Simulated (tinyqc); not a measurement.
k.p values derived from sp3s* tight binding at Gamma: one step. Electron mass. Two cases, with inputs chosen for the exercise.

Question. m0/m = [<S+|d2H/dkx^2|S+>/2 + sum P^2/(E(S+) - E(P))]/c over P- and P+, with the direct term -(a/4)^2 sa sc Vss.

At Gamma the states are two-level mixtures: s-like S+ (upper) and S- (lower) from [[Esa, Vss], [Vss, Esc]], p-like P- (valence) and P+ from [[Epa, Vxx], [Vxx, Epc]], and the bare s* levels. With real k in 1/angstrom and kz = 0, the phase sums over the four bonds are g0 = 1 - (a k/4)^2/2, g1 = i a kx/4, g3 = -(a/4)^2 kx ky to second order. Each mixture is written (anion, cation) with the anion part positive. c = hbar^2/2m0. No spin-orbit coupling.

Constants: hbar^2/2m0 = 3.80998211 eV angstrom^2.

Give: parts of m0/m; mass.

Case 1.

Values chosen (out of a larger set: near a published set for GaAs, fitted to gaps, whose masses and valley positions are rough; not measured data): a = 5.652 angstrom (lattice constant); Vss = -6.434 eV (s-s).

States:
```
state      E (eV)  anion part  cation part
S-     -12.536129   0.8385610    0.5448077
P-      -0.010729   0.8804642   -0.4741127
S+       1.547129   0.5448077   -0.8385610
P+       4.703729   0.4741127    0.8804642
```

Couplings:
```
pair       P (eV angstrom)  E(first) - E(second) (eV)
S+ to P-         -7.637293                   1.557858
S+ to P+         -0.229647                  -3.156600
S- to P-          1.414013                 -12.525400
s*a to P-        -3.218301                   8.535729
s*c to P-         6.022668                   6.752729
```

Answer.

parts of m0/m: direct -1.540, from P- 9.827, from P+ -0.004

mass = 0.1207 m0

The valence band supplies 119 % of m0/m; the direct term, which stands in for the free-electron 1, is -1.54. Sets of this kind were fitted to gaps and often give too heavy a mass, by up to a factor of two.

Case 2.

Values chosen (out of a larger set: near a published set for SiC, fitted to gaps, whose masses and valley positions are rough; not measured data): a = 4.364 angstrom (lattice constant); Vss = -12.363 eV (s-s).

States:
```
state      E (eV)  anion part  cation part
S-     -19.144197   0.7559433    0.6546371
P-      -0.000549   0.8203785   -0.5718209
S+       5.838197   0.6546371   -0.7559433
P+       6.475549   0.5718209    0.8203785
```

Couplings:
```
pair       P (eV angstrom)  E(first) - E(second) (eV)
S+ to P-        -10.052908                   5.838746
S+ to P+          1.215587                  -0.637353
S- to P-          0.911021                 -19.143647
s*a to P-        -5.444397                   9.670549
s*c to P-         3.947095                   9.274549
```

Answer.

parts of m0/m: direct -1.911, from P- 4.543, from P+ -0.609

mass = 0.4943 m0

The valence band supplies 225 % of m0/m; the direct term, which stands in for the free-electron 1, is -1.91. S+ is not the lowest valley of SiC; this is the mass of the Gamma level.

Computed by tinyqc, one run a case: `OMP_NUM_THREADS=1 python tinyqc.py N N+1 out.jsonl` with N = 1481238, 1481388; one thread of a shared Intel(R) Xeon(R) Processor @ 2.30GHz, about 0.01 s a run at most.
